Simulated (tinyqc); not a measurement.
Inside a calculation. Model: nucleation and growth of vacancy voids in a cooling silicon-like crystal. Computed by tinyqc, a small Python program that keeps every step. Command: `OMP_NUM_THREADS=1 python tinyqc.py 3012942 3012943 out.jsonl voids walk`. One thread of a shared host (Intel(R) Xeon(R) Processor @ 2.30GHz), about 0.5 s of CPU time with the checks. Intermediate numbers are printed to about 7 digits and carried at full precision; extremes and crossings named in words are read from the listed rows.

Spherical voids; vacancies are lost only to voids.

Inputs (values chosen for the exercise, for a model crystal): vacancy density at the melting point C_m = 5.7e+14 1/cm^3; formation energy E_f = 3.81 eV; melting point T_m = 1685 K; diffusion prefactor D0 = 0.00039 cm^2/s; migration energy E_m = 0.46 eV; site density rho = 5e+22 1/cm^3; void surface energy gamma = 0.895 J/m^2; cooling rate q = 1.8 K/min; ratio (V/G)/xi_c = 1.5; limit of the excess at high V/G = 1.9e+14 1/cm^3; temperature of the worked step T = 1335 K; temperature step = 0.2 K.

Vacancy supply: from V/G.

Constants: k_B = 8.617333262e-05 eV/K; k_B = 1.380649e-23 J/K; e = 1.602176634e-19 C.

## Vacancy excess

C = C_x (u - 1)/(u + 0.2) with u = (V/G)/xi_c, a form chosen for the exercise.

initial excess C = 5.588235e+13 1/cm^3

## Nucleation rate at T with the initial excess

C_e = C_m exp[-(E_f/k_B)(1/T - 1/T_m)]; D = D0 exp(-E_m/(k_B T)); f = k_B T ln(C/C_e); r* = 2 gamma/(rho f); W* = 16 pi gamma^3/(3 rho^2 f^2); Z = f/sqrt(12 pi W* k_B T); I = rho Z (4 pi r* D C) exp(-W*/(k_B T)).

C_e = 5.865016e+11 1/cm^3

D = 7.153389e-06 cm^2/s

driving force f = 0.5242239 eV

critical radius r* = 0.4262416 nm

W*/(k_B T) = 36.95376

rate I = 1.168084e+08 1/(cm^3 s)

Cooling by 10 K multiplies I by 20: nucleation switches on within a narrow range of temperature.

## Cooling through the nucleation range

March down from 1500 K in steps dT, dt = dT/q, with values at the upper end of each step: a class of I dt voids is born with r*; then all classes grow by r^2 += 2 D (C - C_e) dt/rho; C falls by the vacancies added to voids. Stop at 1150 K. T_n is the T of the largest I, N the final count (classes under 1e-6 /cm^3 are dropped), and the mean radius the number average.

Rows around the peak of I:
```
T (K)     C (1/cm^3)  C_e (1/cm^3)  I (1/(cm^3 s))  voids (1/cm^3)  mean radius (nm)
1383.6  5.588235e+13  1.877109e+12    1.154994e-02    5.075269e-01           8.56636
1373.6  5.588226e+13  1.487497e+12    6.384450e+00    3.366547e+02           9.14374
1363.6  5.585500e+13  1.174737e+12    1.304935e+03    8.211446e+04           9.73307
1358.6  5.554708e+13  1.042598e+12    1.210111e+04    8.859489e+05          10.17281
1355.6  5.459172e+13  9.701510e+11    3.065646e+04    2.911295e+06          10.82146
1353.6  5.305699e+13  9.245077e+11    3.777423e+04    5.244794e+06          11.72922
1351.6  5.046006e+13  8.808861e+11    2.803982e+04    7.558218e+06          13.25155
1349.6  4.687085e+13  8.392026e+11    1.186908e+04    8.924513e+06          15.35419
1347.6  4.267755e+13  7.993765e+11    3.023004e+03    9.402363e+06          17.66084
1344.6  3.610723e+13  7.429514e+11    1.761769e+02    9.519075e+06          20.68299
1341.6  2.989430e+13  6.902832e+11    4.451861e+00    9.524608e+06          22.93493
```

temperature of peak nucleation T_n = 1353.6 K

void density N = 9524728 1/cm^3

mean radius = 30.10147 nm

vacancies left at 1150 K = 7.252739e+09 1/cm^3

I rises as supersaturation builds and collapses once the first voids have drawn C down by 5 % at the peak. Nearly all the excess then goes into these voids: [3 C/(4 pi rho N)]^(1/3) = 30.4 nm.

## Cooling rate

The formulas are those given above.

At fixed C:
```
q (K/min)  T_n (K)    N (1/cm^3)  mean radius (nm)
0.18        1365.6  3.155784e+05          93.89082
0.45        1361.2  1.224661e+06          59.70872
0.90        1357.6  3.415606e+06          42.39495
1.80        1353.6  9.524728e+06          30.10147
3.60        1349.6  2.655261e+07          21.37355
7.20        1345.4  7.397980e+07          15.17813
18.00       1339.2  2.861618e+08           9.65857
```

Over the rows N goes as q^1.48 and the radius as q^-0.49, near the 3/2 and -1/2 of the scaling argument (depletion time 1/(4 pi N r D) equal to the time in the nucleation range, at fixed N r^3). T_n drops only 26 K for a factor 100 in q. Fast cooling gives many small voids, which an anneal can dissolve.

## Vacancy excess varied

The formulas are those given above.

At fixed q:
```
C (1/cm^3)  T_n (K)    N (1/cm^3)  mean radius (nm)
2.20e+13     1303.4  1.966418e+07          17.30168
3.40e+13     1326.6  1.401601e+07          22.40891
5.60e+13     1353.8  9.509173e+06          30.13908
8.90e+13     1379.8  6.635160e+06          39.67907
1.40e+14     1406.2  4.668606e+06          51.91239
```

More vacancies nucleate earlier (T_n rises by 103 K) and give fewer, larger voids: N goes as C^-0.78 and the radius as C^0.59, steeper than the -1/2 and +1/2 of the scaling argument at fixed D, because D rises with T_n.

Checks made by the program: Z against the curvature of W(n) (relative difference below 1e-10); N against a run with half the step (relative difference 2e-03).
